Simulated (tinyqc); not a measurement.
# Mobility of a non-polar semiconductor in the relaxation-time approximation, step by step

A worked calculation. Computed by tinyqc, a small Python program that keeps every step. Command: `OMP_NUM_THREADS=1 python tinyqc.py 3027943 3027944 out.jsonl rta walk`. One thread of a shared host (Intel(R) Xeon(R) Processor @ 2.30GHz), about 0.01 s of CPU time with the checks. Intermediate numbers are printed to about 6 digits and carried at full precision; extremes and crossings named in words are read from the listed rows.

Each valley is treated as a sphere of mass m_d for states and rates, with one isotropic relaxation time; the conductivity mass m_c sets the current.

Inputs (values chosen for the exercise, for a model non-polar semiconductor):
```
quantity                                            value       unit
longitudinal mass m_l                                 1.4        m_0
transverse mass m_t                                  0.34        m_0
equivalent valleys Z                                    3          -
non-parabolicity alpha                               0.68       1/eV
static permittivity eps_s                            12.2          -
density rho                                          5470     kg/m^3
sound velocity v_l                                   5300        m/s
acoustic deformation potential D_A                     11         eV
phonon energy hbar w                                 78.1        meV
optical or intervalley deformation potential D_o      2.5  1e8 eV/cm
final valleys Z_f                                       2          -
carrier density n                                 2.1e+17     1/cm^3
compensation ratio C                                    0          -
temperature T                                          77          K
alloy fraction x                                     0.18          -
alloy potential U                                    0.88         eV
lattice constant a                                   5.63   angstrom
```

Band: Kane. Impurity formula: Brooks-Herring. Further scattering: alloy.

Constants: k_B = 8.617333262e-05 eV/K; m_0 = 9.1093837015e-31 kg; e = 1.602176634e-19 C; hbar = 1.054571817e-34 J s; eps_0 = 8.8541878128e-12 F/m; k_B = 1.380649e-23 J/K; hbar = 6.582119569e-16 eV s.

## Masses

m_d = (m_l m_t^2)^(1/3); 1/m_c = (1/m_l + 2/m_t)/3; Hall mass factor A = 3 K_m (K_m + 2)/(2 K_m + 1)^2, K_m = m_l/m_t; N_I = n (1 + C)/(1 - C).

density-of-states mass m_d = 0.544957 m_0

conductivity mass m_c = 0.454777 m_0

Hall mass factor A = 0.886040

ionised impurity density N_I = 2.10e+17 1/cm^3

## Fermi level and screening

Kane band: hbar^2 k^2/(2 m) = E (1 + alpha E), speed v = hbar k/(m (1 + 2 alpha E)), states per spin, volume and energy g(E) = m k (1 + 2 alpha E)/(2 pi^2 hbar^2); overlap factors are set to 1. Here m = m_d. Masses are multiplied by m_0 and all formulas are in SI units. The reduced Fermi level eta = E_F/(k_B T) solves n = 2 Z int g f dE with f = 1/(1 + exp(x - eta)) (Z = 1 unless valleys are given); screening length L_s = sqrt(eps_s eps_0 k_B T/(e^2 dn/deta)), dn/deta = 2 Z int g f (1 - f) dE. Integrals over x = E/(k_B T) use 160 Gauss-Legendre points in u = sqrt(x) from 0 to sqrt(max(eta, 0) + 32).

reduced Fermi level eta = -2.92983

screening length L_s = 4.65768 nm

The gas is non-degenerate (eta < -2), and L_s is close to the Debye length.

## Rates at a few energies

Phonon occupation N_q = 1/(exp(hbar w/(k_B T)) - 1). Acoustic deformation potential (elastic, equipartition, absorption and emission together): 1/tau = 2 pi k_B T D_A^2 g(E)/(hbar rho v_l^2). Optical or intervalley deformation potential: 1/tau = (pi Z_f D_o^2/(rho w)) [N_q g(E + hbar w) + (N_q + 1) g(E - hbar w)], with g = 0 below the band edge. Each optical term is multiplied by (1 - f(E'))/(1 - f(E)), E' the final energy, for Pauli blocking. Singly charged impurities, momentum relaxation: 1/tau = N_I e^4 m (1 + 2 alpha E) Phi/(8 pi (eps_s eps_0)^2 hbar^3 k^3), with alpha = 0 for a parabolic band. Brooks-Herring: Phi = ln(1 + b) - b/(1 + b), b = 4 k^2 L_s^2. Alloy disorder: 1/tau = (2 pi/hbar) Omega x (1 - x) U^2 g(E), Omega = a^3/4 (other conventions for Omega rescale U).

Rates (1e12/s) at E = (max(eta, 0) + 0.5, 1, 2, 4) k_B T:
```
E (meV)  acoustic      optical  ionised impurity    alloy
3.3177    0.63430  3.45174e-06           16.0461   3.8636
6.6353    0.90208  3.49575e-06            9.1391   5.4947
13.2707   1.29003  3.62254e-06            4.6715   7.8577
26.5414   1.86500  3.93108e-06            2.2143  11.3599
```

## Mobility for each process alone

mu = (m_d/m_c) (2 Z e/(3 n k_B T)) int g v^2 tau f (1 - f) dE. Averages over x are split at the emission threshold x_0 = hbar w/(k_B T): 64 Gauss-Legendre points in sqrt(x) below it and 128 in sqrt(x - x_0) above it, up to x = max(eta, 0) + 32.

acoustic mobility = 3098.02 cm^2/(V s)

optical mobility = 1.02206e+09 cm^2/(V s)

ionised impurity mobility = 1068.88 cm^2/(V s)

alloy mobility = 508.613 cm^2/(V s)

## All processes together

Rates are added at each energy before the average. With <y> = int g v^2 y f (1 - f) dE: Hall factor r_H = A (3 n k_B T/(2 Z m_d)) <tau^2/(1 + 2 alpha E)>/<tau>^2 (alpha = 0 for a parabolic band); Hall mobility r_H mu; |S| = (k_B/e) (<x tau>/<tau> - eta); resistivity 1/(n e mu).

drift mobility mu = 249.262 cm^2/(V s)

Hall factor r_H = 0.898348

Hall mobility = 223.924 cm^2/(V s)

Seebeck coefficient |S| = 467.361 microvolt/K

resistivity = 0.119238 ohm cm

Taking r_H = 1 in a Hall measurement would give a density 1.11 times the true one. Caution: n is taken as given; at low temperature (in diamond even at 300 K) real dopants can freeze out, which changes n and N_I.

## Matthiessen's rule against the full average

Matthiessen's rule adds 1/mu of the separate processes.

Separate mobilities:
```
process           mu (cm^2/(V s))  share of the sum of 1/mu (%)
acoustic              3.09802e+03                   1.00105e+01
optical               1.02206e+09                   3.03434e-05
ionised impurity      1.06888e+03                   2.90143e+01
alloy                 5.08613e+02                   6.09751e+01
```

mobility by Matthiessen's rule = 310.128 cm^2/(V s)

excess of Matthiessen's rule over the full mu = 24.4182 %

The rule gives 310.1 against the full 249.3, 24.4 % too high; it can only overestimate, since each separate average is carried by the energies where that process is weak. The error is large because alloy and ionised impurity scattering both carry weight and depend on energy in different ways.

Checks made by the program: the sum rule (2 Z/(3 k_B T)) int g v^2 (1 + 2 alpha E) f (1 - f) dE = n/m_d (relative difference below 1e-10).
